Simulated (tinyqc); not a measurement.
Inside a calculation. Model: ion implantation: universal nuclear stopping, Lindhard-Scharff electronic stopping and a Gaussian range profile. Computed by tinyqc, a small Python program that keeps every step. Command: `OMP_NUM_THREADS=1 python tinyqc.py 3023423 3023424 out.jsonl implant walk`. One thread of a shared host (Intel(R) Xeon(R) Processor @ 2.30GHz), about 0.09 s of CPU time with the checks. Intermediate numbers are printed to about 7 digits and carried at full precision; extremes and crossings named in words are read from the listed rows.

An ion slows by elastic collisions with screened nuclei and by friction with electrons; channelling is ignored and the target is uniform.

Inputs (values chosen for the exercise, modelled on boron ions in silicon): ion atomic number Z1 = 5; ion mass M1 = 11 u; target atomic number Z2 = 14; target mass M2 = 28.09 u; target density N = 49.94 1/nm^3; ion energy E = 42 keV; scale factor of electronic stopping k = 1.5; dose Q = 4.6e+13 1/cm^2; background C_B = 2.2e+16 1/cm^3; displacement energy E_d = 15 eV; fraction allowed through the mask = 0.01.

Follow-up: mask.

## Stopping at the entry energy

Reduced energy eps = 32.53 M2 E/(Z1 Z2 (M1 + M2)(Z1^0.23 + Z2^0.23)), E in keV; s_n = ln(1 + 1.1383 eps)/(2 (eps + 0.01321 eps^0.21226 + 0.19593 eps^0.5)) for eps up to 30 and ln(eps)/(2 eps) above; S_n = 8.462 Z1 Z2 M1 s_n/((M1 + M2)(Z1^0.23 + Z2^0.23)) in 1e-15 eV cm^2. S_e = k 3.83 Z1^(7/6) Z2/(Z1^(2/3) + Z2^(2/3))^(3/2) sqrt(E/M1) in 1e-15 eV cm^2, E in keV. dE/dx = N (S_n + S_e); 1e-15 eV cm^2 = 0.1 eV nm^2.

reduced energy eps = 4.272359

s_n = 0.1883471

S_n = 9.563206 x 1e-15 eV cm^2

S_e = 39.81813 x 1e-15 eV cm^2

energy loss dE/dx = 246.6104 eV/nm

Electronic stopping carries 81 % of the loss at entry.

## Range and straggle

Path length R = int_0^E dE'/(N (S_n + S_e)); energy lost to nuclei nu = int_0^E S_n/(S_n + S_e) dE' (both with E' = E y^3 and 64 Gauss-Legendre points in y). Estimates of Lindhard type: R_p = R/(1 + M2/(3 M1)), straggle dR_p = (2/3) R_p sqrt(M1 M2)/(M1 + M2).

path length R = 223.5890 nm

projected range R_p = 120.7798 nm

straggle dR_p = 36.20842 nm

energy lost to nuclei nu = 15.05092 keV

36 % of the energy goes to nuclei over the whole path. Caution: the estimates of R_p and dR_p assume mainly nuclear stopping and an ion not much lighter than the target; here they are rough, and for light ions in heavy targets the straggle can be low by a factor of two or more.

## Gaussian profile

C(x) = C_p exp(-(x - R_p)^2/(2 dR_p^2)) with C_p = Q/(sqrt(2 pi) dR_p), 1 nm = 1e-7 cm; the profile falls to the background at x_j = R_p + dR_p sqrt(2 ln(C_p/C_B)); the peak atomic fraction is C_p/N.

peak concentration C_p = 5.068253e+18 1/cm^3

Depth x_j where C falls to C_B = 240.2095 nm

peak atomic fraction = 1.014868e-04

## Damage

Kinchin-Pease count with efficiency 0.8: N_d = 0.8 nu/(2 E_d), taking all of nu as damage energy (an upper estimate, as recoils also lose energy to electrons). Spread over a depth R_p + dR_p, displacements per atom = Q N_d/(N (R_p + dR_p)).

displacements per ion N_d = 401.3580

displacements per atom = 0.02354909

One displacement per atom would need a dose of 2.0e15 per cm^2 if no defects annealed.

## Mask thickness

For a mask that stops like the target, the fraction beyond d is (1/2) erfc((d - R_p)/(sqrt2 dR_p)); solve for d.

number of straggles beyond R_p = 2.326348

mask thickness d = 205.0132 nm

## Nuclear against electronic stopping over energy

The formulas are those given above.

Stopping (1e-15 eV cm^2) and range:
```
E (keV)           eps       S_n       S_e    R (nm)       nu/E
1        1.017228e-01  16.13920    6.1441    14.223  0.7671349
2        2.034457e-01  17.55451    8.6890    22.415  0.7310685
5        5.086142e-01  17.57520   13.7386    43.058  0.6587986
10       1.017228e+00  15.89965   19.4293    72.975  0.5800303
20       2.034457e+00  13.06488   27.4771   125.652  0.4796991
50       5.086142e+00   8.76674   43.4451   255.125  0.3298553
100      1.017228e+01   5.94163   61.4407   422.614  0.2251481
200      2.034457e+01   3.80404   86.8903   676.047  0.1425907
500      5.086142e+01   1.96119  137.3856  1198.536  0.0712299
```

Nuclear stopping peaks near 5 keV among these rows (eps = 0.51; the universal curve peaks near 0.3). Electronic stopping overtakes it between 5 and 10 keV. The path length grows as E^0.66 at the low end and E^0.62 at the high end; constant stopping would give E^1, and stopping that rises with E, be it nuclear (below its peak) or electronic, gives a lower exponent.

Checks made by the program: range against adaptive quadrature (relative difference 1e-06).
